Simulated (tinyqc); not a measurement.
Holstein polaron on two sites: one step, computed by the program tinyqc. Command: `OMP_NUM_THREADS=1 python tinyqc.py 3026328 3026329 out.jsonl holstein walk`. One thread of a shared host (Intel(R) Xeon(R) Processor @ 2.30GHz), about 0.01 s of CPU time with the checks.

One electron on sites 1 and 2: H = -t (c1+ c2 + c2+ c1) + hbar omega sum_i b_i+ b_i - g hbar omega sum_i n_i (b_i + b_i+). The symmetric phonon shifts the energy by -g^2 hbar omega/2 and drops out; with b = (b_1 - b_2)/sqrt(2) there remains H = -t sigma_x + hbar omega b+ b - (g hbar omega/sqrt(2)) sigma_z (b + b+). Parity splits it into blocks p = +1 and -1 over phonon numbers n. Zero-point energies are left out. Weights Z refer to mode b alone; the displaced symmetric mode multiplies the full zero-phonon weight by exp(-g^2/2).

Task: The even block in a small basis. Block p: H_nn = n hbar omega - p t (-1)^n - g^2 hbar omega/2, H_(n,n+1) = -(g hbar omega/sqrt(2)) sqrt(n + 1). Take p = +1 and n = 0..N-1.

Inputs (values chosen for the exercise, for a model dimer): hopping t = 63 meV; phonon energy hbar omega = 105 meV; coupling g = 2.3; phonon levels kept N = 5.

Give: H, even block.

Result:

H, even block (meV):
```
[[-340.7, -170.8, 0.0, 0.0, 0.0],
 [-170.8, -109.7, -241.5, 0.0, 0.0],
 [0.0, -241.5, -130.7, -295.8, 0.0],
 [0.0, 0.0, -295.8, 100.3, -341.5],
 [0.0, 0.0, 0.0, -341.5, 79.3]]
```
